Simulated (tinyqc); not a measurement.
Inside a calculation. Method: CID on RHF in the sto-3g basis, for H3+, spin multiplicity 1. Computed by tinyqc, a small Python program that keeps every step (integrals from PySCF). Settings: charge = 1, multiplicity = 1, basis = sto-3g, method = RHF, energy threshold = 1e-10, iteration cap = 90, orthogonalisation = symmetric, start = Wolfsberg-Helmholz matrix, DIIS depth = 6, ci = CID. Command: `OMP_NUM_THREADS=1 python tinyqc.py 31748 31749 out.jsonl` (the two numbers bound the seeds that draw the settings). One thread of a shared host (Intel(R) Xeon(R) Processor @ 2.60GHz), about 0.06 s of CPU time with the checks. The early iterations of the SCF are left out here.

## One-electron integrals

Geometry (angstrom):
```
atom         x         y          z
H     0.000000  0.000000   0.000000
H     0.000000  0.000000   0.829000
H     0.000000  0.000000  -0.829000
```

Basis sto-3g: exponents (1/bohr^2) and contraction coefficients of normalised primitives:
```
element  l (shell)  exponent  coefficient
H            s (1)  3.425251     0.154329
H            s (1)  0.623914     0.535328
H            s (1)  0.168855     0.444635
```

Overlap, kinetic and nuclear-attraction integrals over the contracted functions; the nuclear repulsion is the sum of Za Zb / Rab.

nuclear repulsion = 1.59582995 hartree

overlap S:
```
          1H 1s     2H 1s     3H 1s
1H 1s  1.000000  0.602124  0.602124
2H 1s  0.602124  1.000000  0.203767
3H 1s  0.602124  0.203767  1.000000
```

kinetic energy T (hartree):
```
          1H 1s      2H 1s      3H 1s
1H 1s  0.760032   0.187328   0.187328
2H 1s  0.187328   0.760032  -0.000728
3H 1s  0.187328  -0.000728   0.760032
```

nuclear attraction V (hartree):
```
           1H 1s      2H 1s      3H 1s
1H 1s  -2.426583  -1.302610  -1.302610
2H 1s  -1.302610  -2.145123  -0.408486
3H 1s  -1.302610  -0.408486  -2.145123
```

core Hamiltonian H = T + V (hartree):
```
           1H 1s      2H 1s      3H 1s
1H 1s  -1.666552  -1.115282  -1.115282
2H 1s  -1.115282  -1.385091  -0.409214
3H 1s  -1.115282  -0.409214  -1.385091
```

## Two-electron integrals

Functions are numbered as in S; the eight-fold symmetry (ij|kl) = (ji|kl) = (kl|ij) leaves the list below.

Two-electron integrals (ij|kl) in chemists' order, unique and non-zero (hartree):
```
(11|11) 0.774606   (21|11) 0.395158   (21|21) 0.242391   (22|11) 0.537068
(22|21) 0.395158   (22|22) 0.774606   (31|11) 0.395158   (31|21) 0.188138
(31|22) 0.245423   (31|31) 0.242391   (32|11) 0.126916   (32|21) 0.069836
(32|22) 0.104540   (32|31) 0.069836   (32|32) 0.022788   (33|11) 0.537068
(33|21) 0.245423   (33|22) 0.315481   (33|31) 0.395158   (33|32) 0.104540
(33|33) 0.774606
```

## Orthogonalisation

S = U s U^T; symmetric (Loewdin) form X = U s^(-1/2) U^T, so that X^T S X = 1.

eigenvalues of S: 0.244278  0.796233  1.959489

X:
```
           1H 1s      2H 1s      3H 1s
1H 1s   1.446583  -0.459492  -0.459492
2H 1s  -0.459492   1.205880   0.085205
3H 1s  -0.459492   0.085205   1.205880
```

## Starting guess

The start is the generalised Wolfsberg-Helmholz matrix (K = 1.75) built on H; D = 2 C_occ C_occ^T.

D at the start:
```
          1H 1s     2H 1s     3H 1s
1H 1s  0.628984  0.361527  0.361527
2H 1s  0.361527  0.207798  0.207798
3H 1s  0.361527  0.207798  0.207798
```

## Iteration 4 (converged): orbitals

converged F (hartree):
```
           1H 1s      2H 1s      3H 1s
1H 1s  -0.949834  -0.794717  -0.794717
2H 1s  -0.794717  -0.659265  -0.403618
3H 1s  -0.794717  -0.403618  -0.659265
```

Diagonalise F' = X^T F X, C = X C', fill 1 alpha and 1 beta electrons from the bottom; D = 2 C_occ C_occ^T. Each column has its largest component positive (the first on a tie).

F' = X^T F X (hartree):
```
           1          2          3
1  -0.323472  -0.557946  -0.557946
2  -0.557946  -0.304016   0.017056
3  -0.557946   0.017056  -0.304016
```

orbital energies (hartree): MO1 -1.094483, MO2 -0.321071, MO3 0.484050

coefficients C:
```
            MO1        MO2        MO3
1H 1s  0.580503   0.000000   1.475765
2H 1s  0.309387   0.792437  -0.974096
3H 1s  0.309387  -0.792437  -0.974096
```

D after iteration 4:
```
          1H 1s     2H 1s     3H 1s
1H 1s  0.673969  0.359200  0.359200
2H 1s  0.359200  0.191440  0.191440
3H 1s  0.359200  0.191440  0.191440
```

## Convergence

Stop when the energy changes by less than 1e-10 hartree and every element of the error matrix X^T (F D S - S D F) X is below 3e-06.

Course of the cycle:
```
iteration  E (hartree)     change  largest element of the error matrix
1          -1.20449607          -                             2.55e-02
2          -1.20496567  -4.70e-04                             3.66e-03
3          -1.20497559  -9.92e-06                             5.40e-07
4          -1.20497559  -1.78e-13                             2.26e-07
```

PySCF RHF in the same basis = -1.20497559 hartree

Converged in 4 iterations.

## Populations, bond orders and dipole

Mulliken: Z minus the diagonal of D S on the atom; Loewdin: the same with S^(1/2) D S^(1/2); Mayer order: 2 sum_s sum (D(s) S)_ij (D(s) S)_ji over the two atoms.

Charges (e):
```
atom   Mulliken    Loewdin
1H    -0.106535  -0.023130
2H     0.553267   0.511565
3H     0.553267   0.511565
```

Mayer bond orders:
```
pair     order
2-1   0.494325
3-1   0.494325
3-2   0.199570
```

dipole moment about the origin, x y z (debye): 0.000000  0.000000  0.000000

## Integrals over molecular orbitals

(pq|rs) = sum C_ip C_jq C_kr C_ls (ij|kl), one index at a time.

one-electron integrals over orbitals h = C^T H C (hartree):
```
           1          2          3
1  -1.706323   0.000000  -0.103333
2   0.000000  -1.225617   0.000000
3  -0.103333   0.000000  -0.621618
```

Two-electron integrals over orbitals (pq|rs), unique and non-zero (hartree):
```
(11|11) 0.611841    (21|21) 0.145704    (22|11) 0.525125    (22|22) 0.565866
(31|11) 0.103333    (31|22) -0.022550   (31|31) 0.130215    (32|21) -0.135881
(32|32) 0.154860    (33|11) 0.617942    (33|22) 0.557892    (33|31) 0.090892
(33|33) 0.666592
```

## CID: determinants and Hamiltonian

Hartree-Fock energy = -1.20497559 hartree

Slater-Condon rules over spin orbitals, with the nuclear repulsion added and E(HF) subtracted on the diagonal. Only determinants linked to the reference directly or through others are kept (one block of an abelian symmetry group), so some states are absent.

Occupation strings over the orbitals (2 doubly, a alpha, b beta, 0 empty; spin orbitals ordered 1a 1b 2a 2b ...): 200 020 002

H - E(HF) between determinants (hartree):
```
          200       020       002
200  0.000000  0.145704  0.130215
020  0.145704  0.915437  0.154860
002  0.130215  0.154860  2.224162
```

## CID: roots

Diagonalise (each vector has its largest component positive (the first on a tie)); all determinants have Ms = 0, so triplets appear too. The lowest singlet root is the correlation energy.

lowest roots of this matrix, relative to E(HF) (hartree): -0.027587  0.915401  2.251785

lowest vectors:
```
        root 1     root 2    root 3
200   0.988313   0.137812  0.065158
020  -0.144954   0.981904  0.121875
002  -0.047183  -0.129896  0.990404
```

<S^2> of these roots: 0.000000  0.000000  0.000000

weight of the ground state by excitation level 0, 1, 2, ...: 0.976762  0.000000  0.023238
